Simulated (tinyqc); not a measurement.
Two-dimensional electron gas with Rashba and Dresselhaus coupling: sweeps and comparisons. A value that a table varies takes the place of the one given here.

H = c k^2/m + al (ky sx - kx sy) + b1 (kx sx - ky sy) + gam kx ky (kx sy - ky sx), s the Pauli matrices, x = [100], c = hbar^2/2m0, b1 = gam (pi/L)^2 (hard walls). H = c k^2/m + B.s, so E = c k^2/m -/+ |B| and the lower state has its spin along -B.

Constants: hbar^2/2m0 = 3.80998211 eV angstrom^2.

Values chosen for the exercise (of the size met in GaAs; shifted at random, so the results belong to these values and not to a real crystal):
- m = 0.0665 m0 (mass)
- al = 0.0085 eV angstrom (Rashba constant)
- gam = 9.3 eV angstrom^3 (bulk Dresselhaus constant)
- L = 102 angstrom (width of the (001) well)
- n = 15 1e11/cm^2 (sheet density (one subband filled))

## Splitting and spin direction around the circle

At |k| = k0 = sqrt(2 pi n), 1e11/cm^2 = 1e-5/angstrom^2.

Around the circle:

| phi (deg) | Bx (meV) | By (meV) | splitting (meV) | lower spin (deg) |
|---|---|---|---|---|
| 0.0 | 0.2708 | -0.2609 | 0.7522 | 136.1 |
| 22.5 | 0.3137 | -0.2568 | 0.8108 | 140.7 |
| 45.0 | 0.2809 | -0.2809 | 0.7945 | 135.0 |
| 67.5 | 0.2568 | -0.3137 | 0.8108 | 129.3 |
| 90.0 | 0.2609 | -0.2708 | 0.7522 | 133.9 |
| 112.5 | 0.2253 | -0.1140 | 0.5050 | 153.2 |
| 135.0 | 0.0881 | 0.0881 | 0.2493 | -135.0 |
| 157.5 | -0.1140 | 0.2253 | 0.5050 | -63.2 |

The splitting runs from 0.2493 meV at 135 to 0.8108 meV at 67.5 degrees. Along [110] it is 2 k |al + b1 - 2 b3| and along [-110] 2 k |al - b1 + 2 b3|, b3 = gam k^2/4. From 0 to 90 degrees the spin turns on balance hardly at all with k (-2 degrees), so al is close to b1; a persistent spin helix needs al = b1 - b3 with b3 small.

## Tuning the Rashba term through the balance point

al = f (b1 - b3) at k0 = sqrt(2 pi n), b3 = gam k0^2/4. Helix wavelength along [110]: 2 pi c/(m |al + b1 - b3|). Dyakonov-Perel rates are proportional to the mean squares of the first harmonics: for spin along z, al^2 + (b1 - b3)^2; for the most protected in-plane spin, (al - (b1 - b3))^2/2 (third harmonic left out); both are given over (b1 - b3)^2.

Against f:

| f | al (meV angstrom) | wavelength (micron) | rate, z | rate, in plane |
|---|---|---|---|---|
| 0.00 | 0.000 | 5.429 | 1.000 | 0.5000 |
| 0.25 | 1.658 | 4.343 | 1.062 | 0.2812 |
| 0.50 | 3.316 | 3.619 | 1.250 | 0.1250 |
| 0.75 | 4.973 | 3.102 | 1.562 | 0.0312 |
| 0.90 | 5.968 | 2.857 | 1.810 | 0.0050 |
| 1.00 | 6.631 | 2.714 | 2.000 | 0.0000 |
| 1.25 | 8.289 | 2.413 | 2.562 | 0.0312 |
| 2.00 | 13.262 | 1.810 | 5.000 | 0.5000 |

At f = 1, al = 6.63 meV angstrom, the first harmonic points along one axis for all k and the listed in-plane rate vanishes; the helix would have wavelength 2.71 micron. But the third harmonic, left out of the table, has b3/(b1 - b3) = 0.33; its mean square, 0.05 in these units against 0.50 for the in-plane rate at f = 0, limits the protection to about the ratio of the two. The uniform z spin still relaxes there, twice as fast as at f = 0.

## What each parameter does

Splittings 2|B| at k0 = sqrt(2 pi n) along [100], [110] and [-110], and E0 = c k0^2/m; 1e11/cm^2 = 1e-5/angstrom^2. Each row changes one parameter from the base and keeps the others.

Results:

| case | [100] (meV) | [110] (meV) | [-110] (meV) | E0 (meV) |
|---|---|---|---|---|
| base | 0.7522 | 0.7945 | 0.2493 | 54.00 |
| m = 0.07315 m0 | 0.7522 | 0.7945 | 0.2493 | 49.09 |
| al = 0.0102 eV angstrom | 0.8280 | 0.8989 | 0.3537 | 54.00 |
| gam = 11.16 eV angstrom^3 | 0.8336 | 0.8490 | 0.1948 | 54.00 |
| L = 122 angstrom | 0.6448 | 0.6315 | 0.4123 | 54.00 |
| n = 22.5 1e11/cm^2 | 0.9212 | 0.8083 | 0.4701 | 81.00 |

The largest shifts from the base row, up to three for each result and ties (the steps differ in size, so this ranks the rows, not the parameters). [100] (meV): n +0.1691, L -0.1074, gam +0.0814; unchanged at the printed digits by m. [110] (meV): L -0.1630, al +0.1044, gam +0.0545; unchanged at the printed digits by m. [-110] (meV): n +0.2208, L +0.1630, al +0.1044; unchanged at the printed digits by m. E0 (meV): n +27.00, m -4.91; unchanged at the printed digits by al, gam and L.

Run: tinyqc, `OMP_NUM_THREADS=1 python tinyqc.py 1451389 1451390 out.jsonl`; Intel(R) Xeon(R) Processor @ 2.30GHz, one thread, shared host; about 0.01 s of CPU time with all checks.
